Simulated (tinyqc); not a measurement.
Worked calculation: heat flow across a film from the phonon Boltzmann equation in the relaxation-time approximation. Computed by tinyqc, a small Python program that keeps every step. Command: `OMP_NUM_THREADS=1 python tinyqc.py 3023473 3023474 out.jsonl slabbte walk`. One thread of a shared host (Intel(R) Xeon(R) Processor @ 2.30GHz), about 0.01 s of CPU time with the checks. Intermediate numbers are printed to about 6 digits and carried at full precision; extremes and crossings named in words are read from the listed rows.

Two black walls, hot at x = 0 and cold at x = L, emit phonons isotropically. For one free path Lambda, with tau = x/Lambda, tau_L = L/Lambda and phi = (T - T_cold)/Delta T, energy balance gives phi(tau) = (1/2) [E2(tau) + int_0^tau_L phi(s) E1(|tau - s|) ds]; E_n are the exponential integrals. The flux over the ballistic flux C v Delta T/4 is psi = 1 - 2 int_0^tau_L phi(s) E2(s) ds, and kappa_eff/kappa = (3/4) tau_L psi. kappa = C v Lambda/3 is an input, so at fixed kappa a longer free path means a smaller C v.

Inputs (values chosen for the exercise, modelled on gallium oxide): bulk conductivity kappa = 22 W/(m K); film thickness L = 98 nm; wall temperature difference Delta T = 13 K; free path Lambda_1 = 28 nm; cells n in the small system = 4.

Free-path groups: one.

## The small linear system for Lambda_1

Cut the film into n equal cells with constant phi, collocated at the centres c_i: the kernel integrates to A_ij = |E2(|c_i - e_j|) - E2(|c_i - e_(j+1)|)|/2 for cell edges e_j, and A_ii = 1 - E2(half a cell); solve (1 - A) phi = E2(c)/2; psi = 1 - 2 sum_j phi_j [E3(e_j) - E3(e_(j+1))].

optical thickness tau_L = 3.5

1 - A:
```
[[0.364158, -0.134695, -0.032659, -0.009797],
 [-0.134695, 0.364158, -0.134695, -0.032659],
 [-0.032659, -0.134695, 0.364158, -0.134695],
 [-0.009797, -0.032659, -0.134695, 0.364158]]
```

right-hand side E2(c)/2: [0.182079, 0.0473843, 0.0147258, 0.00492897]

flux weights E3(e_j) - E3(e_(j+1)): [0.369904, 0.0888563, 0.0272343, 0.00905969]

## Temperature profile and flux in the small system

In short, (1 - A) phi = b and psi = 1 - 2 sum_j w_j phi_j, with b the right-hand side and w_j the flux weights; the cells divide 0 to tau_L.

phi at the cell centres: [0.760320, 0.585980, 0.414020, 0.239680]

psi, small system = 0.306478

## Fine solution for Lambda_1

Use 150 and 300 cells and extrapolate psi = (4 psi(300) - psi(150))/3. The jump at the hot wall is 1 - phi there (linear extrapolation from the first two of 300 cells). Two-flux (diffusion with slip) formula: psi = 1/(1 + 3 tau_L/4).

psi for Lambda_1 = 0.270974

kappa_eff/kappa for Lambda_1 = 0.711307

jump at the wall / Delta T for Lambda_1 = 0.117909

psi, two-flux formula = 0.275862

The small system misses psi by +13.10 % and the two-flux formula by +1.8 %. Jumps at the walls and the gradient inside share Delta T.

## Conductivity, flux and boundary resistance of the film

Each group is solved on its own with 150 and 300 cells, psi = (4 psi(300) - psi(150))/3, and weighted by its share of kappa. Flux J = kappa_eff Delta T/L; apparent boundary resistance per wall (L/kappa_eff - L/kappa)/2.

kappa_eff = 15.6488 W/(m K)

kappa_eff/kappa = 0.711307

flux J = 2.07586 GW/m^2

apparent resistance per wall = 0.903965 m^2 K/GW

## Exact and approximate size effects

Two-flux: kappa_eff/kappa = sum f_i/(1 + 4 Lambda_i/(3 L)). Matthiessen with the thickness: sum f_i/(1 + Lambda_i/L). Ballistic limit: sum f_i 3 L/(4 Lambda_i).

Kappa_eff/kappa:
```
L (nm)  Boltzmann   two-flux  Matthiessen  ballistic limit
0.84    0.0218692  0.0220049    0.0291262           0.0225
2.8     0.0686777  0.0697674    0.0909091            0.075
7        0.153796   0.157895          0.2           0.1875
17       0.302735   0.312883     0.377778         0.455357
42       0.514486   0.529412          0.6            1.125
110      0.734418   0.746606     0.797101          2.94643
280      0.875620   0.882353     0.909091              7.5
700      0.946466   0.949367     0.961538            18.75
```

The two-flux formula lies above the Boltzmann result by at most about 3.4 % (at L = 17 nm); the Matthiessen form is high by up to 33 %, since it misses the factor 3/4 of the ballistic limit. The thinnest film reaches 97 % of that limit, and the thickest, 25 Lambda_1, only 95 % of the bulk value. Rows below about 10 nm are near the phonon wavelength, where a particle picture fails.

Checks made by the program: symmetry phi(tau) + phi(tau_L - tau) = 1 (relative difference below 1e-10); thick-film limit psi = 1/(3 tau_L/4 + 1.0657) at tau_L = 20 (relative difference 2e-04).
